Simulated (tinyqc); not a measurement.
Harmonic frequencies on the RHF/sto-3g surface (energies and gradients from PySCF), for BeH+, spin multiplicity 1, step by step. One step of it, computed by the program tinyqc.

Task: One row of the Hessian: 1Bez. Displace 1Bez by +/-0.002 bohr; H(k, :) = (g(+) - g(-)) / (2 delta).

optimised positions (bohr), order 1Be, 2H:
```
[[0.000000, 0.000000, 0.108057],
 [0.000000, 0.000000, 2.607480]]
```

gradient at +delta (hartree/bohr), order 1Be, 2H:
```
[[0.00000000, 0.00000000, 0.00042359],
 [0.00000000, 0.00000000, -0.00042359]]
```

gradient at -delta (hartree/bohr), order 1Be, 2H:
```
[[0.00000000, 0.00000000, -0.00044007],
 [0.00000000, 0.00000000, 0.00044007]]
```

Give: row of the Hessian.

Result:

row of the Hessian (hartree/bohr^2): [0.000000, 0.000000, 0.215915, 0.000000, 0.000000, -0.215915]
